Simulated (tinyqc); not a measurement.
## One level from two frequencies

Problem. A single interface trap level in an MOS capacitor has the conductance Gp/w = Cit w tau/(1 + w^2 tau^2), w = 2 pi f. Find tau and Cit.

Gp/w at f = 1.2e5 and 8.9e5 Hz (nF/cm^2): 88.137707  75.627342

Answer. w/(Gp/w) = 1/(Cit tau) + (tau/Cit) w^2 is linear in w^2; the two coefficients give tau and Cit.

tau = 5.39e-7 s
Cit = 253 nF/cm^2

Program tinyqc, `OMP_NUM_THREADS=1 python tinyqc.py 2030013 2030014 out.jsonl`; Intel Xeon 2.30GHz, shared host, one thread, about 0.01 s.
